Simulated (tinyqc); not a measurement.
Inside a calculation: trap in a gate oxide as a short-range spherical well. Values are carried at full precision from step to step, so a last printed digit may differ when a step is redone from the rounded ones.

A spherical well of radius R and depth V0 below the conduction edge, one mass m, c = hbar^2/2m0. The s level at binding Et solves k cot(k R) = -kappa with k = sqrt(m (V0 - Et)/c), kappa = sqrt(m Et/c); it exists for V0 > Vc = c (pi/2R)^2/m. Outside, psi falls as exp(-kappa r)/r.

Constants: hbar^2/2m0 = 3.80998211 eV angstrom^2; fine-structure constant alpha = 0.007297352564; hc = 1239.841984 eV nm; kB = 8.617333262e-05 eV/K.

Parameters, chosen for this exercise (near those of HfO2 on Si; the results hold for these values, not for the real material):
- R = 2.8 angstrom (radius of the well)
- V0 = 10.75 eV (depth of the well)
- m = 0.197 m0 (mass)
- n_r = 1.93 (refractive index)
- dEc = 1.56 eV (conduction offset to the channel)
- Fox = 3.5 MV/cm (oxide field, lowering levels away from the channel)
- t0 = 2.7 x 1e-11 s (time constant at the interface)
- T = 300 K (temperature)
- EF = 0.07 eV (Fermi level above the channel edge)
- x = 5 angstrom (depth of the trap)

## The bound level

Solve for Et; the share outside is [sin^2(kR)/(2 kappa)]/[sin^2(kR)/(2 kappa) + R/2 - sin(2kR)/(4k)].

Et = 1.4284 eV
k = 0.6943 1/angstrom
kappa = 0.2718 1/angstrom
share outside = 0.492
Vc = 6.087 eV

The well is 1.77 times the critical depth. Since dEt/dV0 equals the share inside, 0.51, a 1 % change of V0 moves Et by 3.8 %. The decay length is 3.7 angstrom, 1.3 times R.

## Peak of the photo-ionisation cross-section

Lucovsky model (delta well, plane-wave final states, no local-field factor): sigma = (32 pi alpha c/(3 n_r m Et)) (x - 1)^(3/2)/x^3, x = h nu/Et, c = hbar^2/2m0; 1 angstrom^2 = 1e-16 cm^2.

The maximum lies at x = 2. Give the photon energy, its wavelength and sigma there.

h nu = 2.857 eV
wavelength = 434 nm
sigma = 21.4 x 1e-18 cm^2

With 49 % of the state outside the well the delta-well form is only a rough model of this centre.

## Level, tunnelling time and occupation

Energies from the conduction edge of the channel. The trap level at depth x is E_T = dEc - Et - e Fox x (1 MV/cm = 0.01 eV/angstrom). An electron at the channel edge tunnels with the WKB exponent S = (4/3) sqrt(m/c) [dEc^(3/2) - (dEc - e Fox x)^(3/2)]/(e Fox), c = hbar^2/2m0; tau = t0 exp(S); the occupation is f = 1/(1 + exp((E_T - EF)/kB T)), tau_c = tau/f and tau_e = tau/(1 - f). Lattice relaxation is left out; a level below the channel edge needs phonons as well, so tau is then a lower bound, while a level above it can also empty elastically at its own energy, through a thinner barrier, faster than this tau.

Give E_T, S, tau and ln(tau_c/tau_e) = (E_T - EF)/kB T.

E_T = -0.043 eV
S = 2.759
tau = 4.26e-10 s
ln(tau_c/tau_e) = -4.4

The level lies 4 kB T below EF, so the trap is mostly filled. A flat barrier would give S = 2 sqrt(m dEc/c) x = 2.84.

## Checks

- Et from the radial equation on a grid against the matching condition, eV: both 1.43.

Program tinyqc; command `OMP_NUM_THREADS=1 python tinyqc.py 1282060 1282061 out.jsonl`; about 0.01 s on one thread of a shared Intel(R) Xeon(R) Processor @ 2.30GHz.
